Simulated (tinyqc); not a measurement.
# Nucleation and growth of vacancy voids in a cooling silicon-like crystal, step by step

A worked calculation. Computed by tinyqc, a small Python program that keeps every step. Command: `OMP_NUM_THREADS=1 python tinyqc.py 3008935 3008936 out.jsonl voids walk`. One thread of a shared host (Intel(R) Xeon(R) Processor @ 2.30GHz), about 0.3 s of CPU time with the checks. Intermediate numbers are printed to about 7 digits and carried at full precision; extremes and crossings named in words are read from the listed rows.

Spherical voids; vacancies are lost only to voids.

Inputs (values chosen for the exercise, for a model crystal): vacancy density at the melting point C_m = 4.9e+14 1/cm^3; formation energy E_f = 4.17 eV; melting point T_m = 1685 K; diffusion prefactor D0 = 0.0013 cm^2/s; migration energy E_m = 0.49 eV; site density rho = 5e+22 1/cm^3; void surface energy gamma = 0.883 J/m^2; cooling rate q = 1.4 K/min; ratio (V/G)/xi_c = 1.22; limit of the excess at high V/G = 2.5e+14 1/cm^3; temperature of the worked step T = 1340 K; temperature step = 0.2 K.

Vacancy supply: from V/G.

Constants: k_B = 8.617333262e-05 eV/K; k_B = 1.380649e-23 J/K; e = 1.602176634e-19 C.

## Vacancy excess

C = C_x (u - 1)/(u + 0.2) with u = (V/G)/xi_c, a form chosen for the exercise.

initial excess C = 3.873239e+13 1/cm^3

## Nucleation rate at T with the initial excess

C_e = C_m exp[-(E_f/k_B)(1/T - 1/T_m)]; D = D0 exp(-E_m/(k_B T)); f = k_B T ln(C/C_e); r* = 2 gamma/(rho f); W* = 16 pi gamma^3/(3 rho^2 f^2); Z = f/sqrt(12 pi W* k_B T); I = rho Z (4 pi r* D C) exp(-W*/(k_B T)).

C_e = 3.013260e+11 1/cm^3

D = 1.866549e-05 cm^2/s

driving force f = 0.5607609 eV

critical radius r* = 0.3931267 nm

W*/(k_B T) = 30.89772

rate I = 9.689231e+10 1/(cm^3 s)

Cooling by 10 K multiplies I by 13: nucleation switches on within a narrow range of temperature. Caution: at such a rate voids would have used up the initial excess before the crystal cooled to this T.

## Cooling through the nucleation range

March down from 1500 K in steps dT, dt = dT/q, with values at the upper end of each step: a class of I dt voids is born with r*; then all classes grow by r^2 += 2 D (C - C_e) dt/rho; C falls by the vacancies added to voids. Stop at 1150 K. T_n is the T of the largest I, N the final count (classes under 1e-6 /cm^3 are dropped), and the mean radius the number average.

Rows around the peak of I:
```
T (K)    C (1/cm^3)  C_e (1/cm^3)  I (1/(cm^3 s))  voids (1/cm^3)  mean radius (nm)
1410   3.873239e+13  1.809879e+12    2.310125e-05    9.496188e-04          11.74541
1400   3.873239e+13  1.416401e+12    9.498569e-02    4.891097e+00          12.79352
1390   3.872732e+13  1.104564e+12    8.642930e+01    5.462290e+03          13.76691
1385   3.861454e+13  9.741111e+11    1.532807e+03    1.112474e+05          14.37871
1382   3.809008e+13  9.029619e+11    5.575986e+03    5.178863e+05          15.26327
1380   3.702185e+13  8.582830e+11    7.733428e+03    1.104111e+06          16.71369
1378   3.496981e+13  8.156947e+11    5.055849e+03    1.695037e+06          19.46586
1376   3.202048e+13  7.751049e+11    1.425727e+03    1.973232e+06          23.36403
1374   2.861779e+13  7.364255e+11    1.942871e+02    2.034439e+06          27.34194
1371   2.346018e+13  6.818042e+11    3.133246e+00    2.041790e+06          32.03257
1368   1.878074e+13  6.310209e+11    1.401185e-02    2.041884e+06          35.32514
```

temperature of peak nucleation T_n = 1380 K

void density N = 2041885 1/cm^3

mean radius = 44.56697 nm

vacancies left at 1150 K = 2.155440e+09 1/cm^3

I rises as supersaturation builds and collapses once the first voids have drawn C down by 4 % at the peak. Nearly all the excess then goes into these voids: [3 C/(4 pi rho N)]^(1/3) = 44.9 nm.

## Cooling rate

The formulas are those given above.

At fixed C:
```
q (K/min)  T_n (K)    N (1/cm^3)  mean radius (nm)
0.14        1389.8  6.795089e+04          138.7622
0.35        1386.2  2.632501e+05           88.3040
0.70        1383.2  7.332260e+05           62.7327
1.40        1380.0  2.041885e+06           44.5670
2.80        1376.8  5.684774e+06           31.6626
5.60        1373.2  1.582038e+07           22.4966
14.00       1368.2  6.113966e+07           14.3227
```

Over the rows N goes as q^1.48 and the radius as q^-0.49, near the 3/2 and -1/2 of the scaling argument (depletion time 1/(4 pi N r D) equal to the time in the nucleation range, at fixed N r^3). T_n drops only 22 K for a factor 100 in q. Fast cooling gives many small voids, which an anneal can dissolve.

## Vacancy excess varied

The formulas are those given above.

At fixed q:
```
C (1/cm^3)  T_n (K)  N (1/cm^3)  mean radius (nm)
1.50e+13     1333.4     4186856          25.54197
2.30e+13     1354.0     3029165          32.82559
3.90e+13     1380.4     2031277          44.74733
6.20e+13     1404.2     1430670          58.72586
9.70e+13     1427.6     1020223          76.34145
```

More vacancies nucleate earlier (T_n rises by 94 K) and give fewer, larger voids: N goes as C^-0.76 and the radius as C^0.59, steeper than the -1/2 and +1/2 of the scaling argument at fixed D, because D rises with T_n.

Checks made by the program: Z against the curvature of W(n) (relative difference below 1e-10); N against a run with half the step (relative difference 2e-03).
